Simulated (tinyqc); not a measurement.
Doping density: delta-doped layer in the Thomas-Fermi potential.

All donors ionised in the plane z = 0, zero temperature, energies from the Fermi level EF of the Thomas-Fermi model, which lies at the bulk band edge; c = hbar^2/2m0, q = e^2/(4 pi eps0). Layer in a (001) plane: two valleys with m_z = ml, m_d = mt (unprimed) and four with m_z = mt, m_d = sqrt(ml mt) (primed); m3 = (ml mt^2)^(1/3), gv = 6. With n = (gv/3 pi^2)(m3 (-V)/c)^(3/2) and V'' = -(4 pi q/eps) n for z > 0, the solution is V = -b/(|z| + z0)^4 with sqrt(b) = 20/K, K = (4 pi q/eps)(gv/3 pi^2)(m3/c)^(3/2), and z0^5 = 4b/(e F0), e F0 = 2 pi q N/eps; 1e13/cm^2 = 1e-3/angstrom^2. Exchange and correlation are left out.

Subbands solve -(c/m_z) psi'' + V psi = E psi on 1280 points of spacing z0/80; up to ten levels for each group, kept if bound with an rms width below 2.5 z0.

Constants: hbar^2/2m0 = 3.80998211 eV angstrom^2; e^2/(4 pi eps0) = 14.39964547 eV angstrom.

Parameters, chosen for this exercise (near those of a delta-doped layer in Si; the results hold for these values, not for the real material):
- ml = 0.92 m0 (longitudinal mass)
- mt = 0.194 m0 (transverse mass)
- eps = 11.7 (dielectric constant)
- Nl = (1.9, 3.8, 7.6, 13, 23, 38, 61) x 1e13/cm^2 (sheet densities)

The well, the lowest level and the filling anew; at zero temperature n_i = g m_d (mu - E_i)/(2 pi c), with mu fixed by sum n_i = N.

Results:
```
N (1e13/cm^2)  z0 (angstrom)  depth (eV)  lowest (eV)  next - lowest (eV)  occupied  share of lowest (%)
1.9                     28.2      0.1034      -0.0390              0.0188         3                 31.7
3.8                     24.5      0.1801      -0.0740              0.0336         3                 30.1
7.6                     21.3      0.3136      -0.1395              0.0594         3                 28.5
13                      19.2      0.4818      -0.2268              0.0916         3                 27.2
23                      17.1      0.7604      -0.3786              0.1445         4                 25.9
38                      15.5      1.1363      -0.5923              0.2145         4                 24.8
61                      14.1      1.6593      -0.9006              0.3103         6                 23.6
```

What can be read from this table?

The depth grows as N^(4/5) and z0 shrinks as N^(-1/5): factors 16.0 and 2.00 for 32 times the doping. The lowest level deepens faster, with exponent 0.91, since the zero-point energy takes a smaller share of a deeper well (62 % falling to 46 %). The number of occupied subbands is 3 in the first row and 6 in the last. Depths beyond about 0.5 eV stretch parabolic valleys past their range.

Run: tinyqc, `OMP_NUM_THREADS=1 python tinyqc.py 1252666 1252667 out.jsonl`; Intel(R) Xeon(R) Processor @ 2.30GHz, one thread, shared host; about 0.2 s of CPU time with all checks.
